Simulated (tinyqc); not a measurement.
## A square-lattice strip 2 sites wide in a magnetic flux, recursive Green functions: transmission against energy

The device has N = 4 slices of 2 site(s), nearest-neighbour hopping -t, and site energies U; the leads are semi-infinite continuations with site energy 0 and no flux. The hopping from slice i to i + 1 inside the device carries the phase exp(2 pi i f j) on row j = 1, 2, ...: V = <i+1|H|i> = -t diag(exp(2 pi i f j)).

Transverse modes n = 1..2: chi_n(j) = sqrt(2/3) sin(pi n j/3), energy e_n = -2 t cos(pi n/3). Sigma = t^2 sum_n chi_n chi_n^T g(E - e_n), g(x) = (x - i sqrt(4 t^2 - x^2))/(2 t^2) for |x| < 2 t and (x - sign(x) sqrt(x^2 - 4 t^2))/(2 t^2) otherwise; Gamma = i (Sigma - Sigma^dagger); both leads give the same. Forward pass: g_1 = (E - H_1 - Sigma)^(-1), g_i = (E - H_i - V g_(i-1) V^dagger)^(-1), with Sigma also subtracted on the last slice; G_(i,1) = g_i V G_(i-1,1), starting from g_1. H_i is the block of slice i: its site energies on the diagonal and -t between neighbouring rows. T(E) = Tr[Gamma G_(N,1) Gamma G_(N,1)^dagger].

Parameters, values chosen for the exercise:
```
symbol,value,unit,meaning
t,1,eV,hopping (matrix element -t)
U,"[-0.5, 0.09, 0.22, -0.02, 1.06, 0.54, -0.59, 0.28]",eV,"site energies, slice by slice (2 a slice)"
f,0.41,h/q,magnetic flux through each plaquette inside the device
```

Transmission against energy:
```
E (eV)	open modes	T(E)	T(E) per open mode
-2.9	1	0.02050	0.02050
-2.42	1	0.07570	0.07570
-1.93	1	0.1757	0.1757
-1.45	1	0.2064	0.2064
-0.97	2	0.8200	0.4100
-0.48	2	0.6477	0.3239
0	2	0.4858	0.2429
0.48	2	0.4088	0.2044
0.97	2	0.2735	0.1367
1.45	1	0.5796	0.5796
1.93	1	0.8715	0.8715
2.42	1	0.009942	0.009942
2.9	1	0.03427	0.03427
```

What does the comparison show?

T(E) lies between 0.00994 (E = 2.42 eV) and 0.871 (E = 1.93 eV) in these rows. The leads offer 1 to 2 open mode(s), of which the mean share 0.25 is transmitted.

Program tinyqc, `OMP_NUM_THREADS=1 python tinyqc.py 2660017 2660018 out.jsonl`; Intel Xeon 2.30GHz, shared host, one thread, about 0.01 s.
